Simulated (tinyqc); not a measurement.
From results back to parameters: overlap of hydrogenic dopants: pairs, impurity band and the Mott density. Two cases, with inputs chosen for the exercise.

Problem. Ry* = Ry m/eps^2, aB = a0 eps/m, and the Mott density is (0.26/aB)^3 (1/angstrom^3 = 1e24/cm^3). Binding energy and critical density come from a hidden mass and dielectric constant.

Constants: Ry = 13.60569312 eV; a0 (Bohr radius) = 0.5291772105 angstrom.

Case 1.

binding energy = 31.98881 meV
critical density = 1.200362e+18 1/cm^3

Case 2.

binding energy = 5.30984 meV
critical density = 1.621517e+16 1/cm^3

Find: aB; eps; m.

Solution. aB = 0.26/n^(1/3); the product Ry* aB = Ry a0/eps gives eps, and m = a0 eps/aB.

Case 1.

aB = 24.46 angstrom
eps = 9.20
m = 0.199 m0

Case 2.

aB = 102.72 angstrom
eps = 13.20
m = 0.068 m0

Computed by tinyqc, one run a case: `OMP_NUM_THREADS=1 python tinyqc.py N N+1 out.jsonl` with N = 1482405, 1482410; one thread of a shared Intel(R) Xeon(R) Processor @ 2.30GHz, about 0.01 s a run at most.
